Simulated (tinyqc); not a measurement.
Surface potential of a MOS transistor: implicit equation and explicit approximations: one step of the calculation.

p-type body, charge-sheet picture, depletion and inversion only, full ionisation (an idealisation for deep acceptors), Boltzmann statistics (rough once Na exp(x - xn) passes about Nc/7). In units of Vt: xg = (Vg - Vfb)/Vt, x = psi/Vt, G = gamma/sqrt(Vt), xn = (2 phiF + Vc)/Vt. The implicit equation is (xg - x)^2 = G^2 [x - 1 + exp(x - xn)] for x above about 3. Cox = eps0 eox/tox.

Problem. Scales. ni = sqrt(Nc Nv) exp(-Eg/(2 Vt)), Eg in volts; phiF = Vt ln(Na/ni); gamma = sqrt(2 q eps0 eps_r Na)/Cox; VT = Vfb + Vt (xn + G sqrt(xn - 1)).

Parameters, values chosen for the exercise; band and dielectric values those of a made-up semiconductor: temperature T = 350 K; band gap Eg = 1.23 eV; relative permittivity eps_r = 10.3; conduction-band density of states at T Nc = 4.35e19 cm^-3; valence-band density of states at T Nv = 2.85e19 cm^-3; relative permittivity of the gate insulator (close to silicon dioxide) eox = 3.9; insulator thickness tox = 4.8 nm; acceptor density Na = 9.7e16 cm^-3; flat-band voltage Vfb = -0.4 V; channel-body voltage Vc = 1 V; gate-body voltage Vg = 2.42 V.

Constants: q = 1.602176634e-19 C, kB = 1.380649e-23 J/K, Vt = kB T/q, eps0 = 8.8541878128e-14 F/cm where lengths are in cm. Results are converted to the units shown.

Wanted: phiF; gamma; G; xn; VT; xg.

Solution.

phiF = 0.4372 V
gamma = 0.2340 V^0.5
G = 1.348
xn = 62.15
VT = 1.792 V
xg = 93.50

Range of the model: The electron quasi-Fermi level lies less than 2 Vt below the band edge at the surface, or above it, where degeneracy and confinement, left out, matter.

Computed by the program tinyqc: `OMP_NUM_THREADS=1 python tinyqc.py 2122175 2122176 out.jsonl`, one thread of a shared Intel Xeon 2.30GHz, about 0.01 s for the whole run.
